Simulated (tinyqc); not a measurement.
Exchange splitting: exchange-split free-electron bands and tunnelling magnetoresistance.

Majority and minority bands E = c k^2/m -/+ Dx/2, c = hbar^2/2m0, so k_up = sqrt(m (EF + Dx/2)/c), k_dn = sqrt(m (EF - Dx/2)/c); n_s = k_s^3/(6 pi^2), D_s = m k_s/(4 pi^2 c).

Barrier: kappa = sqrt(mb phi/c), c = hbar^2/2m0. With a = k1/m, b = k2/m, w = kappa/mb, the transmission at normal incidence is T(k1, k2) = 4 a b w^2/[w^2 (a + b)^2 + (w^2 + a^2)(w^2 + b^2) sinh^2(kappa d)]. Parallel: G_P = T(up, up) + T(dn, dn); antiparallel: G_AP = 2 T(up, dn); TMR = (G_P - G_AP)/G_AP. Julliere: TMR = 2 P^2/(1 - P^2). Slonczewski factor: P_eff = P_k (w^2 - a_up a_dn)/(w^2 + a_up a_dn), P_k = (k_up - k_dn)/(k_up + k_dn).

Constants: hbar^2/2m0 = 3.80998211 eV angstrom^2.

Inputs chosen for the exercise: EF = 3.2 eV (Fermi energy above the mean band bottom); m = 0.88 m0 (mass in the electrodes); phi = 2.91 eV (barrier height above EF); mb = 0.58 m0 (mass in the barrier); d = 14.9 angstrom (barrier thickness).

Dx takes the listed multiples of 2 EF.

Results:

| Dx/(2 EF) | k_up | k_dn | P_k | P_eff | TMR (%) |
|---|---|---|---|---|---|
| 0.10 | 0.9017 | 0.8156 | 0.0501 | 0.0081 | 0.01 |
| 0.20 | 0.9418 | 0.7690 | 0.1010 | 0.0171 | 0.06 |
| 0.35 | 0.9989 | 0.6931 | 0.1807 | 0.0346 | 0.24 |
| 0.50 | 1.0529 | 0.6079 | 0.2679 | 0.0613 | 0.75 |
| 0.65 | 1.1043 | 0.5086 | 0.3693 | 0.1070 | 2.32 |
| 0.80 | 1.1534 | 0.3845 | 0.5000 | 0.1969 | 8.07 |
| 0.90 | 1.1850 | 0.2719 | 0.6268 | 0.3258 | 23.76 |
| 0.97 | 1.2067 | 0.1489 | 0.7803 | 0.5465 | 85.18 |

P_k rises from 0.050 to 0.780, and TMR goes from 0.01 % to 85.2 %, steadily. At Dx = 2 EF the minority band is empty (a half metal) and G_AP vanishes.

Run: tinyqc, `OMP_NUM_THREADS=1 python tinyqc.py 1650824 1650825 out.jsonl`; Intel(R) Xeon(R) Processor @ 2.30GHz, one thread, shared host; about 0.01 s of CPU time with all checks.
